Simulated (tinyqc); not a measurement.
Deal-Grove kinetics of thermal oxidation of silicon: one step, computed by the program tinyqc. Command: `OMP_NUM_THREADS=1 python tinyqc.py 3015679 3015680 out.jsonl oxide walk`. One thread of a shared host (Intel(R) Xeon(R) Processor @ 2.30GHz), about 0.03 s of CPU time with the checks.

Oxidant diffuses through the oxide and reacts at the interface, so that dx/dt = B/(A + 2x) for the oxide thickness x.

Task: Rate constants. B = B0 p exp(-E_B/(k_B T)), B/A = (B/A)0 p^m exp(-E_A/(k_B T)), p in atm; A = B/(B/A). Temperatures in kelvin are T(C) + 273.15.

Inputs (values chosen for the exercise, close to those used for silicon): prefactor B0 = 346 um^2/h; activation energy E_B = 0.784 eV; prefactor (B/A)0 = 1.52e+08 um/h; activation energy E_A = 2.06 eV; temperature T = 1025 C; oxidant pressure p = 2 atm; pressure exponent m of B/A = 1.

Ambient: steam. Surface: (111).

Constants: k_B = 8.617333262e-05 eV/K.

Give: parabolic constant B; linear constant B/A; length A.

Result:

parabolic constant B = 0.62575 um^2/h

linear constant B/A = 3.0576 um/h

length A = 0.20465 um

Reaction at the interface limits growth while x is well below A/2 = 0.102 um, diffusion once x is well above it.
